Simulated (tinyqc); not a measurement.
A particle near a wafer in liquid: double-layer and van der Waals forces (DLVO), deposition barrier and removal: one step, computed by the program tinyqc. Command: `OMP_NUM_THREADS=1 python tinyqc.py 3112264 3112265 out.jsonl dlvo walk`. One thread of a shared host (Intel(R) Xeon(R) Processor @ 2.30GHz), about 0.01 s of CPU time with the checks.

Sphere and flat wall, Derjaguin approximation, constant potentials in the linear-superposition form, no retardation and no hydration force.

Task: Removing an attached particle. Adhesion F_a = A R/(6 h0^2) [1 + a^2/(R h0)] - kappa Z R exp(-kappa h0), a the contact radius. Drag in a shear flow F_d = 1.7 x 6 pi mu R^2 G, acting at 1.4 R; rolling starts when 1.4 R F_d = a F_a. Wall shear stress = mu G.

Inputs (values chosen for the exercise, of the order of those for silica on silicon in water):
```
quantity                 value   unit
particle radius R           79     nm
Hamaker constant A     1.4e-20      J
temperature T              298      K
contact distance h0        0.3     nm
contact radius over R    0.049      -
viscosity                 0.65  mPa s
```

kappa = 0.09704615 1/nm

Z = 19.04522 pN

Give: van der Waals adhesion; net adhesion F_a; wall shear stress for rolling; shear rate G.

Result:

van der Waals adhesion = 3343 pN

net adhesion F_a = 3201 pN

wall shear stress for rolling = 560.3 Pa

shear rate G = 8.619e+05 1/s
